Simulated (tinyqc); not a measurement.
Worked calculation: electroplating on a thin resistive seed layer: kinetics, Wagner number and the terminal effect across a wafer. Computed by tinyqc, a small Python program that keeps every step. Command: `OMP_NUM_THREADS=1 python tinyqc.py 3120630 3120631 out.jsonl terminal walk`. One thread of a shared host (Intel(R) Xeon(R) Processor @ 2.30GHz), about 0.04 s of CPU time with the checks. Intermediate numbers are printed to about 6 digits and carried at full precision; extremes and crossings named in words are read from the listed rows.

Current enters the seed at the rim. The bath is treated as a local resistance per area (no lateral flow in the liquid), two electrons per ion, molar volume 7.11 cm^3/mol, Faraday constant F = e N_A, kinematic viscosity 0.01 cm^2/s, omega = 2 pi x rpm/60; k_B T/e is in volts.

Inputs (values chosen for the exercise, of the order of those for copper plating on a thin cobalt or ruthenium seed):

| quantity | value | unit |
|---|---|---|
| wafer radius R | 7.5 | cm |
| seed thickness t | 15 | nm |
| seed resistivity | 17 | microohm cm |
| bath conductivity kappa | 0.055 | S/cm |
| gap to the anode h | 6.7 | cm |
| extra resistance of a porous plate | 190 | ohm cm^2 |
| exchange current density i_0 | 0.073 | mA/cm^2 |
| cathodic transfer coefficient alpha | 0.48 | - |
| mean current density | 2.6 | mA/cm^2 |
| diffusivity of the metal ion | 5.9e-06 | cm^2/s |
| metal ion concentration | 0.72 | mol/L |
| rotation rate | 200 | rpm |
| temperature T | 298 | K |

Constants: e = 1.602176634e-19 C; N_A = 6.02214076e+23 1/mol; k_B = 8.617333262e-05 eV/K.

## Rate, limit and resistances

Growth rate = i V_m/(2 F). Levich limit i_L = 0.62 x 2 F D^(2/3) omega^(1/2) nu^(-1/6) c. Tafel overpotential eta = (k_B T/(alpha e)) ln(i/i_0); kinetic resistance k_B T/(alpha e i); bath resistance h/kappa + plate; R_s = resistivity/t; Wagner number = kinetic resistance x kappa/R.

growth rate = 57.4782 nm/min

limiting current i_L = 277.319 mA/cm^2

overpotential = 191.143 mV

kinetic resistance = 20.5766 ohm cm^2

bath resistance R_b = 311.818 ohm cm^2

sheet resistance R_s = 11.3333 ohm/square

Wagner number = 0.150895

## Linear estimate of the terminal effect

Linearised: with R_t = kinetic + bath resistance the current density obeys (1/r)(r i')' = i R_s/R_t, so i = A I_0(r/l), l = sqrt(R_t/R_s); with x = R/l, edge/centre = I_0(x) and edge/mean = x I_0(x)/(2 I_1(x)). Voltage drop in the seed for a uniform current: i R_s R^2/4.

length l = 5.41562 cm

x = R/l = 1.38488

edge over centre, linear = 1.54010

edge over mean, linear = 1.22262

drop for uniform current = 414.375 mV

## Current distribution

Full model: seed potential phi(r) with (1/r)(r phi')' = R_s i, where i solves phi = R_b i + (k_B T/(alpha e)) ln(i/i_0) (phi being the driving voltage left at r); phi'(0) = 0 and phi'(R) = R_s i_mean R/2. Solved by collocation to a tolerance of 1e-7.

Across the wafer:

| r/R | i (mA/cm^2) | i/mean | i/mean, linear |
|---|---|---|---|
| 0.00 | 2.06650 | 0.79481 | 0.79385 |
| 0.20 | 2.10573 | 0.80990 | 0.80915 |
| 0.40 | 2.22597 | 0.85614 | 0.85593 |
| 0.60 | 2.43509 | 0.93657 | 0.93691 |
| 0.75 | 2.65822 | 1.02239 | 1.02283 |
| 0.90 | 2.94700 | 1.13346 | 1.13342 |
| 1.00 | 3.18108 | 1.22349 | 1.22262 |

edge over centre, full model = 1.53935

The full model gives 1.54 against 1.54 from the linear form; the kinetic resistance, which the linear form holds fixed, is a small part of R_t here.

## As the film thickens, and with more bath resistance

The film is taken as uniform, with the seed resistivity; the last column adds 100 ohm cm^2 to R_b. Extra power of that plate = i^2 x 100 ohm cm^2 x area.

Edge over centre:

| thickness (nm) | R_s (ohm/square) | as given | with 100 ohm cm^2 more |
|---|---|---|---|
| 15.0 | 11.3333 | 1.53935 | 1.40371 |
| 22.5 | 7.5556 | 1.34590 | 1.26116 |
| 30.0 | 5.6667 | 1.25440 | 1.19293 |
| 45.0 | 3.7778 | 1.16630 | 1.12668 |
| 75.0 | 2.2667 | 1.09821 | 1.07509 |
| 150.0 | 1.1333 | 1.04852 | 1.03720 |
| 300.0 | 0.5667 | 1.02412 | 1.01851 |

extra power = 0.119459 W

The ratio falls below 1.1 from 75.0 nm on as given, and from 75.0 nm on with the added resistance: what counts is R_s R^2 against the sum of kinetic and bath resistance.

Checks made by the program: mean of the distribution (relative difference 6e-08).
